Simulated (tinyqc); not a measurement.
## Polarisation charge from two barrier thicknesses

Problem. VT = phiB - dEc - q sigma d/(eps0 eps_r). Find sigma, phiB - dEc and the thickness at which VT = 0.

Values chosen for this exercise:

| symbol | value | unit | meaning |
|---|---|---|---|
| eps_r | 9.1 |  | relative permittivity of barrier and channel |

Constants: q = 1.602176634e-19 C, eps0 = 8.8541878128e-14 F/cm where lengths are in cm. Results are converted to the units shown.

VT for d = 30 and 36 nm (V): -7.9323537  -9.6821804

Answer. VT is linear in d.

sigma = 1.467e13 cm^-2
phiB - dEc = 0.8168 V
thickness for VT = 0 = 2.801 nm

tinyqc, about 0.03 s, one thread, Intel Xeon 2.30GHz (shared host): `OMP_NUM_THREADS=1 python tinyqc.py 2570122 2570123 out.jsonl`
